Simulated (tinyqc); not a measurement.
Inside a calculation. Method: Hubbard chain of 4 sites. Computed by tinyqc, a small Python program that keeps every step. Settings: hopping = 0.54, U = 4.0, mixing = 1, iteration cap = 53. Command: `OMP_NUM_THREADS=1 python tinyqc.py 25479 25480 out.jsonl` (the two numbers bound the seeds that draw the settings). One thread of a shared host (Intel(R) Xeon(R) Processor @ 2.60GHz), about 0.2 s of CPU time with the checks. Later iterations appear only in the table of the cycle.

## Mean-field iteration 1

one-body matrix (hopping and site energies) (eV), lower triangle:
```
,1,2,3,4
1,-0.970000
2,-0.540000,-0.760000
3,0.000000,-0.540000,0.250000
4,0.000000,0.000000,-0.540000,0.250000
```

U = 4.000000 eV

electrons, up and down: 2  2

mixing = 1

n(up) at the start (a guess, not normalised): 1 0.500000, 2 0.500000, 3 0.500000, 4 0.500000

n(down) at the start (a guess): 1 0.500000, 2 0.500000, 3 0.500000, 4 0.500000

H(up) = T + U n(down), H(down) = T + U n(up); fill the lowest levels; n(new) = n + mixing (n(out) - n); E = tr T (rho up + rho down) + U sum n_up n_down of the output.

levels, up (eV): 0.502601  1.411212  1.960280  2.895907

levels, down (eV): 0.502601  1.411212  1.960280  2.895907

energy = 1.357156 eV

n(up) after iteration 1: 1 0.907172, 2 0.671533, 3 0.309944, 4 0.111351

n(down) after iteration 1: 1 0.907172, 2 0.671533, 3 0.309944, 4 0.111351

## Mean-field iteration 2

As before.

levels, up (eV): 0.374954  1.290260  2.107169  2.997616

levels, down (eV): 0.374954  1.290260  2.107169  2.997616

energy = 3.634953 eV

n(up) after iteration 2: 1 0.070499, 2 0.475838, 3 0.520103, 4 0.933560

n(down) after iteration 2: 1 0.070499, 2 0.475838, 3 0.520103, 4 0.933560

## Mean-field iteration 3

As before.

levels, up (eV): -0.842143  1.060826  2.397946  4.153371

levels, down (eV): -0.842143  1.060826  2.397946  4.153371

energy = 2.830553 eV

n(up) after iteration 3: 1 0.995009, 2 0.835224, 3 0.164213, 4 0.005554

n(down) after iteration 3: 1 0.995009, 2 0.835224, 3 0.164213, 4 0.005554

## Convergence

Each step fills the lowest levels of T + U n(other spin) and sets n(new) = n + mixing (n(out) - n); stop when output and input agree to 1e-8.

Course of the cycle:
```
iteration,E (eV),largest |n(out) - n(in)|,mean |n_up - n_down|
1,1.35715563,4.07e-01,0.000000
2,3.63495274,8.37e-01,0.000000
3,2.83055337,9.28e-01,0.000000
4,7.16550805,9.88e-01,0.000000
5,4.14800186,9.93e-01,0.000000
6,8.16392399,9.98e-01,0.000000
7,4.20560569,9.98e-01,0.000000
8,8.17750164,9.98e-01,0.000000
9,4.20620328,9.98e-01,0.000000
10,8.17763503,9.98e-01,0.000000
11,4.20620913,9.98e-01,0.000000
...,...,...,...
43,4.20620918,9.98e-01,0.000000
44,8.17763635,9.98e-01,0.000000
45,4.20620918,9.98e-01,0.000000
46,8.17763635,9.98e-01,0.000000
47,4.20620918,9.98e-01,0.000000
48,8.17763635,9.98e-01,0.000000
49,4.20620918,9.98e-01,0.000000
50,8.17763635,9.98e-01,0.000000
51,4.20620918,9.98e-01,0.000000
52,8.17763635,9.98e-01,0.000000
53,4.20620918,9.98e-01,0.000000
```

Not converged within 53 iterations: the residual has stopped falling: the iteration swings between two states. The lowest mean-field energy found from random starts is -1.67153 eV. Reruns (cap 100 unless said): mixing 0.2: converged in 26 to a higher stationary point (E = 0.20344); mixing 0.5: not converged; mixing 0.9: not converged; the original settings with a cap of 400: not converged.

## Exact diagonalisation (36 states)

Lowest levels of the sector, and the double occupancy of the lowest state.

lowest levels (eV): -1.886007  -1.712535  -1.507831  -1.420964  -1.316581  -1.230000

double occupancy per site = 0.037342

## The lowest level by Lanczos steps

From a random start vector (not printed): a_j = <q_j|H|q_j>, b_j = norm of the remainder after orthogonalising; the Ritz value is the lowest eigenvalue of the tridiagonal matrix of a and b so far.

Lanczos:
```
j,a_j (eV),b_j (eV),lowest Ritz value (eV)
1,2.349259,2.495316,2.34925870
2,1.878816,2.995579,-0.39234064
3,4.153517,2.081916,-1.39870903
4,5.099073,3.169348,-1.51914247
5,3.838665,3.184034,-1.57029632
6,2.357109,2.251372,-1.65747820
7,2.327462,1.712974,-1.80715922
8,3.089946,1.984066,-1.85787211
9,4.211468,2.469112,-1.86755302
10,2.237112,2.382467,-1.87147419
```
